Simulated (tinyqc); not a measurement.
# CMOS inverter, nodal equation and switching: effects of single changes

An n-channel pull-down (bn, VTn) and a p-channel pull-up (bp, VTp) share the input Vin and the output node Vout, which carries the load C. Transistor (EKV form, voltages against the body): I = 2 n b Vt^2 [F(vp - Vs) - F(vp - Vd)] from drain to source, F(v) = ln^2(1 + exp(v/(2 Vt))), vp = (Vg - VT + sg |Vd - Vs|)/n. n-channel bodies are at 0; for the p-channel device all voltages are counted down from Vdd. b in uA/V^2 gives I in uA. Static: In = Ip. Transient: C dVout/dt = Ip - In. No velocity saturation, no gate capacitance beyond C.

Parameters, values chosen for the exercise:
- T = 400 K (temperature)
- Vdd = 0.8 V (supply voltage)
- n = 1.1 (slope factor)
- sg = 0.06 (drain-induced barrier lowering)
- VTn = 0.36 V (n-channel threshold)
- VTp = 0.41 V (p-channel threshold (magnitude))
- bn = 190 uA/V^2 (gain factor of the pull-down transistor)
- bp = 190 uA/V^2 (gain factor of the pull-up transistor)
- C = 0.67 fF (load capacitance)

Constants: q = 1.602176634e-19 C, kB = 1.380649e-23 J/K, Vt = kB T/q. Results are converted to the units shown.

Each table varies one quantity; the others keep the values above.

## Effect of the gain factor of the pull-up transistor

VM solves In = Ip with Vin = Vout; VIL and VIH are the inputs of gain -1, NML = VIL - Vout(VIH), NMH = Vout(VIL) - VIH. For a step input the delay to Vdd/2 is tHL = C times the integral of dV/(In - Ip) from Vdd/2 to Vdd at Vin = Vdd, and tLH likewise with Ip - In from 0 to Vdd/2 at Vin = 0.

Result of one run:
```
bp (uA/V^2),VM (V),gain at VM,NML (V),NMH (V),tHL (ps),tLH (ps)
58,0.3431,-16.64,0.2604,0.3825,13.73,56.05
```

What becomes of these results when the gain factor of the pull-up transistor bp is changed from 58 to 760 uA/V^2, all else the same?

Result of the changed run:
```
bp (uA/V^2),VM (V),gain at VM,NML (V),NMH (V),tHL (ps),tLH (ps)
760,0.4154,-16.65,0.3385,0.3042,13.73,4.277
```

The whole series:
```
bp (uA/V^2),VM (V),gain at VM,NML (V),NMH (V),tHL (ps),tLH (ps)
38,0.3312,-16.63,0.2473,0.3952,13.73,85.55
58,0.3431,-16.64,0.2604,0.3825,13.73,56.05
89,0.3551,-16.65,0.2735,0.3696,13.73,36.53
140,0.3678,-16.65,0.2874,0.3559,13.73,23.22
210,0.3792,-16.65,0.2997,0.3436,13.73,15.48
320,0.3911,-16.65,0.3125,0.3308,13.73,10.16
500,0.4036,-16.65,0.3259,0.3171,13.73,6.502
760,0.4154,-16.65,0.3385,0.3042,13.73,4.277
```

As bp goes from 38 to 760 uA/V^2, VM rises from 0.331 to 0.415 V, the size of the gain stays near 16.6, tHL stays near 13.7 ps and tLH falls from 85.5 to 4.28 ps. The smaller margin is largest, 0.317 V, at bp = 500 uA/V^2 among the rows. A stronger pull-up raises VM and trades low-side against high-side margin.

## Energy per operation against supply voltage

A chain of 100 such gates sets the cycle time tc = 100 (tHL + tLH)/2; per gate and cycle the switching energy is 0.2 C Vdd^2 and the leakage energy Vdd Ileak tc, Ileak the mean supply current at Vin = 0 and Vdd.

Energy per operation against supply voltage:
```
Vdd (V),tc (ns),switching (aJ),leakage (aJ),total (aJ)
0.15,5805,3.015,25.45,28.47
0.2,1920,5.360,12.32,17.68
0.25,641.0,8.375,5.579,13.95
0.3,221.4,12.06,2.504,14.56
0.35,82.48,16.41,1.177,17.59
0.4,34.54,21.44,0.6097,22.05
0.5,9.263,33.50,0.2392,33.74
0.6,3.992,48.24,0.1448,48.38
0.8,1.542,85.76,0.1021,85.86
1,0.8982,134.0,0.1018,134.1
```

What does the table show?

The total energy goes from 28.5 through a minimum of 14.0 (at Vdd = 0.25 V among the rows listed) to 134 aJ, while the cycle time falls from 5810 to 0.898 ns. Leakage makes up 89 % of the total in the first row and 0.076 % in the last. Below threshold the cycle lengthens exponentially and leakage flows for all of it, hence the minimum. At Vdd = 1 V the overdrive passes 0.5 V, where velocity saturation, left out here, would lengthen the delays of short devices. For Vdd = 0.15 to 0.4 V the supply is below a threshold, where mismatch, left out here, dominates margins and delay.

## Effect of the drain-induced barrier lowering

Same model as above.

Results:
```
sg,VM (V),gain at VM,NML (V),NMH (V),tHL (ps),tLH (ps)
0.01,0.3752,-99.55,0.3190,0.3690,15.61,19.76
0.04,0.3760,-24.97,0.3056,0.3556,14.44,18.10
0.07,0.3766,-14.27,0.2922,0.3422,13.40,16.65
0.1,0.3773,-9.993,0.2786,0.3286,12.47,15.36
0.13,0.3779,-7.688,0.2650,0.3150,11.64,14.23
0.19,0.3790,-5.260,0.2376,0.2876,10.22,12.32
0.22,0.3795,-4.543,0.2240,0.2740,9.613,11.51
```

Estimate the missing row, sg = 0.16.

Computed row:
```
sg,VM (V),gain at VM,NML (V),NMH (V),tHL (ps),tLH (ps)
0.16,0.3784,-6.246,0.2513,0.3013,10.89,13.22
```

With this row back in the table: As sg goes from 0.01 to 0.22, VM rises from 0.375 to 0.380 V, the size of the gain falls from 99.6 to 4.54, tHL falls from 15.6 to 9.61 ps and tLH falls from 19.8 to 11.5 ps. The smaller margin is largest, 0.319 V, at sg = 0.01 among the rows. Barrier lowering gives both transistors an output conductance, which caps the gain.

Numbers from tinyqc (`OMP_NUM_THREADS=1 python tinyqc.py 2340106 2340107 out.jsonl`; about 0.05 s on one thread of a shared Intel Xeon 2.30GHz).
